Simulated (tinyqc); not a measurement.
Two coupled magnetic layers: synthetic antiferromagnet, spin flop, exchange bias and magnetoresistance: one step, computed by the program tinyqc.

Moments lie in the plane at the angles p1, p2 from the field. Energy per area: E = J1 cos(p1 - p2) + J2 cos^2(p1 - p2) - B M_s (t1 cos p1 + t2 cos p2) + K (t1 sin^2 p1 + t2 sin^2 p2).

Question. Saturation field. The parallel state is stable while the Hessian at p1 = p2 = 0 is positive: with c = J1 + 2 J2 and u = B M_s + 2K, (u t1 - c)(u t2 - c) > c^2, so B_sat M_s = c (1/t1 + 1/t2) - 2K. B_K = 2K/M_s.

Inputs (values chosen for the exercise, for a model stack): saturation magnetisation M_s = 1270 kA/m; thickness t1 = 2.3 nm; thickness t2 = 1.7 nm; antiferromagnetic coupling J1 = 0.51 mJ/m^2; biquadratic coupling J2 = 0.007 mJ/m^2; in-plane anisotropy K = 3.5 kJ/m^3; field over the saturation field = 0.48.

Field direction: along the easy axis.

Give: exchange field c (1/t1 + 1/t2)/M_s; B_K; saturation field B_sat; applied field B.

Answer.

exchange field c (1/t1 + 1/t2)/M_s = 422.10 mT

B_K = 5.5118 mT

saturation field B_sat = 416.58 mT

applied field B = 199.96 mT
